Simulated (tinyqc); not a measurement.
Where a level does most harm: Shockley-Read-Hall recombination through one deep level.

One level at Et with degeneracy 1: tn = 1/(sn vth Nt), tp = 1/(sp_ vth Nt), n1 = Nc exp((Et - Eg)/kT), p1 = Nv exp(-Et/kT), ni^2 = n1 p1. Equilibrium p0 = Nm, n0 = ni^2/Nm; n = n0 + dn, p = p0 + dn. U = (n p - ni^2)/(tp (n + n1) + tn (p + p1)), lifetime dn/U; emission rates en = sn vth n1, ep = sp_ vth p1.

Constants: kB = 8.617333262e-05 eV/K.

Parameters, chosen for this exercise (gap and densities of states near those of GaAs at this temperature; the results hold for these values, not for the real material): Eg = 1.348 eV (gap); Nc = 8.05e+17 1/cm^3 (conduction-band density of states); Nv = 1.73e+19 1/cm^3 (valence-band density of states); T = 450 K; Nt = 7.3e+13 1/cm^3 (defects); sn = 5.3e-15 cm^2 (electron capture cross-section); sp_ = 3.2e-15 cm^2 (hole capture cross-section); vth = 16000000 cm/s (thermal velocity, both carriers); Nm = 3.8e+15 1/cm^3 (equilibrium holes for the lifetime steps).

Et takes the values listed; G = Nt en ep/(en + ep) in a depleted region; the lifetime is for dn = 1e11 1/cm^3.

Results:
```
Et (eV)  lifetime (microsecond)  G (1/(cm^3 s))
0.081                      91.2        3.22e+10
0.189                      5.78        5.22e+11
0.297                     0.509        8.45e+12
0.404                     0.184        1.33e+14
0.512                     0.163        2.16e+15
0.620                     0.162        3.49e+16
0.728                     0.162        2.52e+17
0.836                     0.162        2.80e+16
0.944                     0.163        1.73e+15
1.051                     0.188        1.10e+14
1.159                     0.595        6.77e+12
1.267                      7.18        4.18e+11
```

What does the comparison show?

Generation peaks where en = ep, at Eg/2 + (kT/2) ln(sp_ Nv/(sn Nc)) = 0.724 eV; the largest value listed is at 0.728 eV, and G falls by a decade for each 0.089 eV away from the peak. The lifetime is within a factor 2 of its minimum, 0.162 microsecond, from 0.404 to 1.051 eV: recombination tolerates a wide range of Et, generation a narrow one.

tinyqc: `OMP_NUM_THREADS=1 python tinyqc.py 1650837 1650838 out.jsonl`; about 0.01 s, one thread, shared Intel(R) Xeon(R) Processor @ 2.30GHz.
